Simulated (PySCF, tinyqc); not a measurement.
CIS and TDHF on RHF in the sto-3g basis, for H3-, spin multiplicity 1, step by step. The basis has no diffuse functions, so it cannot describe the extra electron: this is an exercise in the method, not the real anion. The lowest restricted solution is unstable here: a spin-polarised one lies 0.0808 hartree lower (PySCF). One step of it, computed by the program tinyqc.

Problem. CIS matrix, singlets. A(ia,jb) = (e_a - e_i) d_ij d_ab + 2 (ia|jb) - (ij|ab).

orbital energies (hartree): MO1 -0.208639, MO2 0.651726, MO3 1.041801

Two-electron integrals over orbitals (pq|rs), unique and non-zero (hartree):
```
(11|11) 0.633104    (21|11) -0.032200   (21|21) 0.119327    (22|11) 0.575281
(22|21) 0.103626    (22|22) 0.722925    (31|31) 0.160599    (32|31) -0.075762
(32|32) 0.049629    (33|11) 0.628289    (33|21) -0.083930   (33|22) 0.517171
(33|33) 0.688218
```

Give: CIS matrix A, singlet.

Solution.

CIS matrix A, singlet (hartree):
```
         1>3      2>3
1>3   0.9433  -0.0676
2>3  -0.0676  -0.0278
```
